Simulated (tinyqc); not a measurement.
Frenkel-Kontorova chain: a misfit dislocation (kink) in a monolayer on a periodic substrate: one step, computed by the program tinyqc. Command: `OMP_NUM_THREADS=1 python tinyqc.py 3019228 3019229 out.jsonl fkchain walk`. One thread of a shared host (Intel(R) Xeon(R) Processor @ 2.30GHz), about 0.01 s of CPU time with the checks.

E = sum_j [(k/2)(x_(j+1) - x_j - b)^2 + (W/2)(1 - cos(2 pi x_j/a))], x_j = a (j + u_j). A kink takes u from 0 to 1: the chain is stretched by one period and has one atom fewer than wells.

Task: Start between two atoms. Discrete chain at f = 0, ends held at u = 0 and 1: E = (k a^2/2) sum (u_(j+1) - u_j)^2 + (W/2) sum (1 - cos 2 pi u_j), gradient g_j = k a^2 (2 u_j - u_(j-1) - u_(j+1)) + pi W sin(2 pi u_j), Hessian 2 k a^2 + 2 pi^2 W cos(2 pi u_j) on the diagonal and -k a^2 beside it. Free atoms j = -n..n-1 start from the continuum shape centred half-way, at j + 1/2.

Inputs (values chosen for the exercise, for a model overlayer):
```
quantity              value           unit
spring constant k      2.12  eV/angstrom^2
substrate period a     3.72       angstrom
corrugation W          1.29             eV
atoms on each side n      8              -
```

kink width l0 = 3.372104

Give: u at the start; E at the start; gradient.

Result:

u at the start: 0.0006  0.0015  0.0038  0.0096  0.0244  0.0618  0.1543  0.3568  0.6432  0.8457  0.9382  0.9756  0.9904  0.9962  0.9985  0.9994

E at the start = 5.472 eV

gradient (eV): 0.0057  -0.0028  -0.0072  -0.0181  -0.0440  -0.0821  0.1138  0.7137  -0.7137  -0.1138  0.0821  0.0440  0.0181  0.0072  0.0028  -0.0057

Caution: a corrugation above 1 eV is larger than real overlayers usually show; it is chosen to keep the kink narrow.
